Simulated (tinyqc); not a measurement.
Double quantum well by finite differences: one step. The tridiagonal Hamiltonian. Two cases, with inputs chosen for the exercise.

Question. Form the diagonal and the neighbouring elements; V in the grid already includes the field.

Finite differences on points z_i at the centres of cells of width h: H_ii = (c/h^2)(1/m_(i-1/2) + 1/m_(i+1/2)) + V_i, H_(i,i+1) = -(c/h^2)/m_(i+1/2), where m_(i+1/2) is the mean of the masses at the two points (the end values are repeated outwards), psi = 0 on the points beyond both ends, c = hbar^2/2m0. The field adds e F (z - z0) with z0 the middle of the structure; 1 kV/cm = 1e-5 eV/angstrom.

Constants: hbar^2/2m0 = 3.80998211 eV angstrom^2.

Give: diagonal H_ii; H_(i,i+1).

Case 1.

Values chosen (out of a larger set: near those of a GaAs well in AlGaAs; not measured data): h = 31 angstrom (cell width of the coarse grid).

Grid:
```
i   z (angstrom)    V (eV)    m (m0)
1         15.500  0.130000  0.080300
2         46.500  0.130000  0.080300
3         77.500  0.130000  0.080300
4        108.500  0.000000  0.065700
5        139.500  0.000000  0.065700
6        170.500  0.000000  0.065700
7        201.500  0.130000  0.080300
8        232.500  0.000000  0.065700
9        263.500  0.000000  0.065700
10       294.500  0.000000  0.065700
11       325.500  0.130000  0.080300
12       356.500  0.130000  0.080300
13       387.500  0.130000  0.080300
```

Answer.

diagonal H_ii (eV): 0.2287  0.2287  0.2337  0.1147  0.1207  0.1147  0.2386  0.1147  0.1207  0.1147  0.2337  0.2287  0.2287

H_(i,i+1) (eV): -0.0494  -0.0494  -0.0543  -0.0603  -0.0603  -0.0543  -0.0543  -0.0603  -0.0603  -0.0543  -0.0494  -0.0494

Case 2.

Values chosen (out of a larger set: near those of a strained Si well in SiGe; not measured data): h = 4 angstrom (cell width of the coarse grid).

Grid:
```
i   z (angstrom)     V (eV)    m (m0)
1          2.000   0.137000  0.889000
2          6.000   0.143000  0.889000
3         10.000   0.149000  0.889000
4         14.000  -0.024000  0.935000
5         18.000  -0.018000  0.935000
6         22.000  -0.012000  0.935000
7         26.000  -0.006000  0.935000
8         30.000   0.179000  0.889000
9         34.000   0.006000  0.935000
10        38.000   0.012000  0.935000
11        42.000   0.018000  0.935000
12        46.000   0.024000  0.935000
13        50.000   0.209000  0.889000
14        54.000   0.215000  0.889000
15        58.000   0.221000  0.889000
```

Answer.

diagonal H_ii (eV): 0.6727  0.6787  0.6780  0.4918  0.4914  0.4974  0.5098  0.7012  0.5218  0.5214  0.5274  0.5398  0.7380  0.7507  0.7567

H_(i,i+1) (eV): -0.2679  -0.2679  -0.2611  -0.2547  -0.2547  -0.2547  -0.2611  -0.2611  -0.2547  -0.2547  -0.2547  -0.2611  -0.2679  -0.2679

Computed by tinyqc, one run a case: `OMP_NUM_THREADS=1 python tinyqc.py N N+1 out.jsonl` with N = 1282186, 1282697; one thread of a shared Intel(R) Xeon(R) Processor @ 2.30GHz, about 0.03 s a run at most.
